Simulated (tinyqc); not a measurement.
Nudged elastic band on a two-dimensional model surface: one step, computed by the program tinyqc. Command: `OMP_NUM_THREADS=1 python tinyqc.py 3012602 3012603 out.jsonl neb walk`. One thread of a shared host (Intel(R) Xeon(R) Processor @ 2.30GHz), about 0.4 s of CPU time with the checks.

V(x, y) = h u^2 + t x + (kappa/2)(y + c u)^2 with u = x^2/w^2 - 1; the path runs from the minimum near (-w, 0) to that near (w, 0).

Task: Iteration 2. Tangent at image i: towards the higher neighbour if the energies rise or fall through i; at a maximum or minimum, tau = t+ dmax + t- dmin if V(i+1) > V(i-1), else t+ dmin + t- dmax, with t+ = R(i+1) - R(i), t- = R(i) - R(i-1) and dmax, dmin the larger and smaller of |V(i+1) - V(i)| and |V(i-1) - V(i)|; then normalise. Force F = -grad V + (grad V.tau) tau + k_s (|t+| - |t-|) tau. With a climbing image, the highest image feels instead F = -grad V + 2 (grad V.tau) tau and no spring. Update R(new) = R + eta F; the end points stay fixed.

Inputs (values chosen for the exercise, for a model surface): height h = 1.1 eV; half width w = 1.4 angstrom; transverse stiffness kappa = 1.9 eV/angstrom^2; curvature c = 0.5 angstrom; tilt t = 0.24 eV/angstrom; spring constant k_s = 0.66 eV/angstrom^2; step factor eta = 0.11 angstrom^2/eV.

Surface: curved double well. Climbing image: on.

images after iteration 1 (angstrom), rows image 1, image 2, image 3, image 4, image 5, image 6, image 7, columns x, y:
```
[[-1.102811, 0.022481],
 [-0.754502, 0.065450],
 [-0.405774, 0.093132],
 [-0.017027, 0.107687],
 [0.292823, 0.106928],
 [0.642632, 0.095188],
 [0.992743, 0.072454]]
```

positions (angstrom), rows start, end, saddle, columns x, y:
```
[[-1.450670, -0.036848],
 [1.343127, 0.039799],
 [0.107544, 0.497050]]
```

Give: unit tangents; forces; images after iteration 2.

Result:

unit tangents, rows image 1, image 2, image 3, image 4, image 5, image 6, image 7, columns x, y:
```
[[0.992, 0.122],
 [0.997, 0.079],
 [0.999, 0.037],
 [1.000, 0.003],
 [1.000, -0.002],
 [0.999, -0.034],
 [0.998, -0.065]]
```

forces (eV/angstrom), rows image 1, image 2, image 3, image 4, image 5, image 6, image 7, columns x, y:
```
[[-0.060, 0.478],
 [-0.054, 0.677],
 [-0.002, 0.739],
 [0.281, 0.747],
 [0.028, 0.706],
 [0.021, 0.605],
 [0.027, 0.400]]
```

images after iteration 2 (angstrom), rows image 1, image 2, image 3, image 4, image 5, image 6, image 7, columns x, y:
```
[[-1.11, 0.08],
 [-0.76, 0.14],
 [-0.41, 0.17],
 [0.01, 0.19],
 [0.30, 0.18],
 [0.64, 0.16],
 [1.00, 0.12]]
```
